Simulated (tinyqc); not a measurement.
Comparisons within one model: trap in a gate oxide as a short-range spherical well. A value that a table varies takes the place of the one given here.

A spherical well of radius R and depth V0 below the conduction edge, one mass m, c = hbar^2/2m0. The s level at binding Et solves k cot(k R) = -kappa with k = sqrt(m (V0 - Et)/c), kappa = sqrt(m Et/c); it exists for V0 > Vc = c (pi/2R)^2/m. Outside, psi falls as exp(-kappa r)/r.

Lucovsky model (delta well, plane-wave final states, no local-field factor): sigma = (32 pi alpha c/(3 n_r m Et)) (x - 1)^(3/2)/x^3, x = h nu/Et, c = hbar^2/2m0; 1 angstrom^2 = 1e-16 cm^2.

Energies from the conduction edge of the channel. The trap level at depth x is E_T = dEc - Et - e Fox x (1 MV/cm = 0.01 eV/angstrom). An electron at the channel edge tunnels with the WKB exponent S = (4/3) sqrt(m/c) [dEc^(3/2) - (dEc - e Fox x)^(3/2)]/(e Fox), c = hbar^2/2m0; tau = t0 exp(S); the occupation is f = 1/(1 + exp((E_T - EF)/kB T)), tau_c = tau/f and tau_e = tau/(1 - f). Lattice relaxation is left out; a level below the channel edge needs phonons as well, so tau is then a lower bound, while a level above it can also empty elastically at its own energy, through a thinner barrier, faster than this tau.

Constants: hbar^2/2m0 = 3.80998211 eV angstrom^2; fine-structure constant alpha = 0.007297352564; kB = 8.617333262e-05 eV/K.

Parameters, chosen for this exercise (near those of SiO2 on Si; shifted at random, so the results belong to these values and not to a real crystal): R = 4 angstrom (radius of the well); m = 0.454 m0 (mass); fV = (1.05, 1.13, 1.34, 1.48, 1.91, 3.77, 5.68) (V0/Vc); n_r = 1.5 (refractive index); xs = (1.05, 1.29, 1.44, 1.88, 2.32, 3.01, 3.8, 6.63) (photon energies h nu/Et); dEc = 3.01 eV (conduction offset to the channel); Fox = 1.9 MV/cm (oxide field, lowering levels away from the channel); t0 = 0.4 x 1e-11 s (time constant at the interface); T = 300 K (temperature); EF = -0.04 eV (Fermi level above the channel edge); ds = (3, 6, 9, 12, 15, 18) angstrom (depths); V0 = 5.14 eV (depth of the well); x = 6 angstrom (depth of the trap).

## From threshold to a deep level

Et against the depth at fixed R; near threshold Et = (pi^2/16)(V0 - Vc)^2/Vc.

Results:

| V0/Vc | V0 (eV) | Et (eV) | threshold form (eV) | 1/kappa (angstrom) | share outside |
|---|---|---|---|---|---|
| 1.05 | 1.359 | 0.001925 | 0.001996 | 66.0 | 0.942 |
| 1.13 | 1.462 | 0.01232 | 0.01349 | 26.1 | 0.860 |
| 1.34 | 1.734 | 0.07412 | 0.09228 | 10.6 | 0.696 |
| 1.48 | 1.915 | 0.1369 | 0.1839 | 7.8 | 0.615 |
| 1.91 | 2.472 | 0.4026 | 0.6611 | 4.6 | 0.446 |
| 3.77 | 4.879 | 2.125 | 6.125 | 2.0 | 0.187 |
| 5.68 | 7.351 | 4.244 | 17.48 | 1.4 | 0.110 |

The threshold form holds to 10 % up to V0/Vc = 1.13 of those listed. There the state is mostly outside the well (94 % in the first row) and knows only Et, which is why a delta-well model works; more than half is inside from V0/Vc = 1.91 on. A second s level would need V0/Vc > 9.

## Neutral against charged centre

Et = 2.33854 eV

Lucovsky cross-section, its shape relative to the peak, and the shape of a hydrogen-like centre relative to threshold: x^-4 exp(4 - 4 atan(e)/e)/(1 - exp(-2 pi/e)), e = sqrt(x - 1).

Results:

| x | h nu (eV) | sigma (1e-18 cm^2) | relative to peak | hydrogen-like |
|---|---|---|---|---|
| 1.05 | 2.455 | 0.565 | 0.077 | 0.878 |
| 1.29 | 3.017 | 4.26 | 0.582 | 0.503 |
| 1.44 | 3.367 | 5.72 | 0.782 | 0.371 |
| 1.88 | 4.396 | 7.27 | 0.994 | 0.176 |
| 2.32 | 5.425 | 7.11 | 0.972 | 0.097 |
| 3.01 | 7.039 | 6.11 | 0.836 | 0.045 |
| 3.80 | 8.886 | 5.00 | 0.683 | 0.023 |
| 6.63 | 15.504 | 2.68 | 0.367 | 0.004 |

The short-range centre starts from zero, reaches half its peak at x = 1.24 and peaks at x = 2; in the last row it still has 37 % of the peak. The Coulomb centre is largest at threshold and is down to 0.4 % there. Reading the peak as the threshold would misplace the level by a factor 2, here 2.34 eV. Rows above the gap, about 9 eV, are hidden by band-to-band absorption.

## Depth of the trap

Each depth has its own level and time; the corner frequency is 1/(2 pi tau).

Results:

| x (angstrom) | E_T (eV) | S | tau (s) | corner (Hz) | f |
|---|---|---|---|---|---|
| 3 | 0.614 | 3.58 | 1.4e-10 | 1.1e+09 | 0.000 |
| 6 | 0.557 | 7.12 | 4.9e-09 | 3.2e+07 | 0.000 |
| 9 | 0.500 | 10.63 | 1.6e-07 | 9.7e+05 | 0.000 |
| 12 | 0.443 | 14.10 | 5.3e-06 | 3.0e+04 | 0.000 |
| 15 | 0.386 | 17.53 | 0.00016 | 9.7e+02 | 0.000 |
| 18 | 0.329 | 20.94 | 0.0049 | 32 | 0.000 |

tau spans 7.5 decades, one decade for each 1.95 angstrom at the start and 2.03 at the end, where the field has thinned the barrier. Traps spread evenly in depth are thus spread nearly evenly in ln tau; if levels near EF exist at every depth, this sums to 1/f noise and to charging that grows as ln t. With the single Et of this table only depths where f is neither 0 nor 1 contribute. The level stays above EF at all these depths.

## What each parameter does

Et from the well, then the level and the time. Each row changes one parameter from the base and keeps the others.

Results:

| case | Et (eV) | E_T (eV) | log10 tau (s) | ln(tau_c/tau_e) |
|---|---|---|---|---|
| base | 2.339 | 0.557 | -8.31 | 23.1 |
| x = 8 angstrom | 2.339 | 0.519 | -7.29 | 21.6 |
| Fox = 2.9 MV/cm | 2.339 | 0.497 | -8.32 | 20.8 |
| dEc = 2.77 eV | 2.339 | 0.317 | -8.43 | 13.8 |
| m = 0.499 m0 | 2.515 | 0.381 | -8.16 | 16.3 |
| V0 = 5.4 eV | 2.554 | 0.342 | -8.31 | 14.8 |
| T = 350 K | 2.339 | 0.557 | -8.31 | 19.8 |
| EF = 0.01 eV | 2.339 | 0.557 | -8.31 | 21.2 |

The largest shifts from the base row, up to three for each result and ties (the steps differ in size, so this ranks the rows, not the parameters). Et (eV): V0 +0.216, m +0.176; unchanged at the printed digits by x, Fox, dEc, T and EF. E_T (eV): dEc -0.240, V0 -0.216, m -0.176; unchanged at the printed digits by T and EF. log10 tau (s): x +1.02, m +0.15, dEc -0.13; unchanged at the printed digits by V0, T and EF. ln(tau_c/tau_e): dEc -9.3, V0 -8.4, m -6.8.

Run: tinyqc, `OMP_NUM_THREADS=1 python tinyqc.py 1251502 1251503 out.jsonl`; Intel(R) Xeon(R) Processor @ 2.30GHz, one thread, shared host; about 0.01 s of CPU time with all checks.
